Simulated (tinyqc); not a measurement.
Luttinger-Kohn k.p, four valence bands, step by step. One step of it, computed by the program tinyqc.

Problem. Bloch Hamiltonian at k. P = c g1 k^2, Q = c g2 (kx^2 + ky^2 - 2 kz^2), R = c sqrt3 [-g2 (kx^2 - ky^2) + 2i g3 kx ky], S = 2 c sqrt3 g3 (kx - i ky) kz, c = hbar^2/2m = 3.809982 eV angstrom^2; rows [P+Q, -S, R, 0], [-S*, P-Q, 0, R], [R*, 0, P-Q, S], [0, R*, S*, P+Q]. The path ends lie at |k| = 0.08 1/angstrom.

Luttinger parameters chosen for this model; energies are counted downward from the top of the valence band:
```
parameter     value  unit
g1         6.830000
g2         2.450000
g3         2.890000
```

k point k (1/angstrom): 0.038000  0.033000  0.009000

Give: H(k) at k.

Solution.

H(k) at k (eV):
```
                  3/2              1/2             -1/2             -3/2
3/2            0.0902  -0.0130+0.0113i  -0.0057+0.0478i           0.0000
1/2   -0.0130-0.0113i           0.0459           0.0000  -0.0057+0.0478i
-1/2  -0.0057-0.0478i           0.0000           0.0459   0.0130-0.0113i
-3/2           0.0000  -0.0057-0.0478i   0.0130+0.0113i           0.0902
```
